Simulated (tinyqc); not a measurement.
Thermionic emission over a Gaussian spread of barriers: one step of the calculation.

Metal on an n-type semiconductor with one parabolic valley; V > 0 is forward bias (metal positive). Patches of barrier height b are spread as a Gaussian with mean phi - r2 V and variance sg^2 + r3 V; each carries A* T^2 exp(-b/Vt) [exp(V/Vt) - 1].

Task. The same mean by Simpson's rule. With mean mu and deviation s at this bias, take nb equally spaced b from mu - s^2/Vt - 3.5 s to mu + s, the Gaussian density g(b) and y = g exp(-(b - mu)/Vt); the integral I of y gives phi_ap = mu - Vt ln I.

Inputs (values chosen for the exercise); band and dielectric values those of a made-up semiconductor:
- T = 300 K (temperature)
- phi = 0.98 eV (barrier height seen from the metal)
- sg = 0.053 eV (standard deviation of the barrier heights)
- r2 = -0.048 (shift of the mean barrier per volt, with its sign reversed (rho2))
- r3 = -0.002 V (change of sg^2 per volt (rho3))
- V = 0.14 V (bias)
- nb = 11 (barrier heights sampled)

Constants: q = 1.602176634e-19 C, kB = 1.380649e-23 J/K, Vt = kB T/q. Results are converted to the units shown.

Find: b; g; y; I; phi_ap.

Result.

```
point  b (eV)   g (1/eV)  y (1/eV)
0      0.7129  2.8894e-6   0.11510
1      0.7453  7.8489e-5   0.89244
2      0.7777  0.0014074    4.5673
3      0.8101   0.016656    15.429
4      0.8425    0.13012    34.402
5      0.8749    0.67097    50.633
6      0.9074     2.2837    49.189
7      0.9398     5.1307    31.542
8      0.9722     7.6084    13.350
9      1.0046     7.4473    3.7298
10     1.0370     4.8116   0.68781
```

I = 6.6200
phi_ap = 0.93786 eV

Computed by the program tinyqc: `OMP_NUM_THREADS=1 python tinyqc.py 2640070 2640071 out.jsonl`, one thread of a shared Intel Xeon 2.30GHz, about 0.01 s for the whole run.
